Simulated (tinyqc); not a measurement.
Rates against energy: scattering rates of a carrier in a spherical band by Fermi's golden rule. Computed by tinyqc, a small Python program. Command: `OMP_NUM_THREADS=1 python tinyqc.py 3031849 3031850 out.jsonl scatter walk`. One thread of a shared host (Intel(R) Xeon(R) Processor @ 2.30GHz), about 0.01 s of CPU time with the checks.

All processes here are isotropic or elastic, and the rate listed is the momentum relaxation rate.

Inputs (values chosen for the exercise, modelled on electrons in silicon):
```
quantity                                            value       unit
density-of-states mass of one valley m              0.322        m_0
static permittivity eps_s                            11.7          -
density rho                                          2329     kg/m^3
sound velocity v_l                                   8980        m/s
acoustic deformation potential D_A                    8.9         eV
phonon energy hbar w                                 59.6        meV
optical or intervalley deformation potential D_o      5.6  1e8 eV/cm
final valleys Z_f                                       5          -
ionised impurity density N_I                      1.7e+15     1/cm^3
temperature T                                         300          K
neutral impurity density N_n                      2.5e+16     1/cm^3
```

Crystal: non-polar. Band: parabolic. Impurity formula: Brooks-Herring. Further scattering: neutral impurities.

Constants: k_B = 1.380649e-23 J/K; e = 1.602176634e-19 C; hbar = 1.054571817e-34 J s; m_0 = 9.1093837015e-31 kg; hbar = 6.582119569e-16 eV s; k_B = 8.617333262e-05 eV/K; eps_0 = 8.8541878128e-12 F/m.

Method:
- Parabolic band: E = hbar^2 k^2/(2 m), speed v = hbar k/m, states per spin, volume and energy g(E) = m k/(2 pi^2 hbar^2). Masses are multiplied by m_0 and all formulas are in SI units.
- Phonon occupation N_q = 1/(exp(hbar w/(k_B T)) - 1).
- Acoustic deformation potential (elastic, equipartition, absorption and emission together): 1/tau = 2 pi k_B T D_A^2 g(E)/(hbar rho v_l^2).
- Optical or intervalley deformation potential: 1/tau = (pi Z_f D_o^2/(rho w)) [N_q g(E + hbar w) + (N_q + 1) g(E - hbar w)], with g = 0 below the band edge.
- Singly charged impurities, momentum relaxation: 1/tau = N_I e^4 m (1 + 2 alpha E) Phi/(8 pi (eps_s eps_0)^2 hbar^3 k^3), with alpha = 0 for a parabolic band.
- Brooks-Herring: Phi = ln(1 + b) - b/(1 + b), b = 4 k^2 L_s^2.
- Debye screening by free carriers of density N_I: L_s = sqrt(eps_s eps_0 k_B T/(e^2 N_I)).
- Neutral impurities (Erginsoy): 1/tau = 20 N_n a_B hbar/m, a_B = 4 pi eps_s eps_0 hbar^2/(m e^2).

Momentum relaxation rates (1e12/s) and the total time:
```
E (meV)  acoustic  optical absorption  optical emission  ionised impurity  neutral impurity  tau_m (fs)
6          0.8039              0.6607             0.000        6.0028e-01           0.34565      414.84
15         1.2710              0.7046             0.000        1.7293e-01           0.34565      400.92
30         1.7975              0.7722             0.000        6.6779e-02           0.34565      335.33
54         2.4116              0.8695             0.000        2.9632e-02           0.34565      273.49
66         2.6662              0.9143             2.070        2.2430e-02           0.34565      166.16
89         3.0961              0.9945             4.436        1.4800e-02           0.34565      112.52
130        3.7419              1.1233             6.864        8.7254e-03           0.34565       82.75
210        4.7558              1.3395            10.033        4.4605e-03           0.34565       60.68
360        6.2268              1.6711            14.180        2.0928e-03           0.34565       44.59
600        8.0388              2.0952            19.018        1.0191e-03           0.34565       33.90
```

The largest rate is acoustic from 6.00 to 66.0, optical emission from 89.0 to 600 meV. Crossing hbar w = 59.6 meV opens emission: tau_m goes from 273 to 166 fs between the two rows around it. The impurity rate goes between the last rows as E^-1.41, against the E^(-3/2) of unscreened Rutherford scattering; the acoustic rate follows g(E) and grows by a factor 10.0 over the table. Erginsoy's formula holds for k a_B below about 0.5 and for dopants that stay neutral, which means low temperature; elsewhere it is only a rough constant rate.

Extremes, crossings and ranges named in words are read from the listed rows.
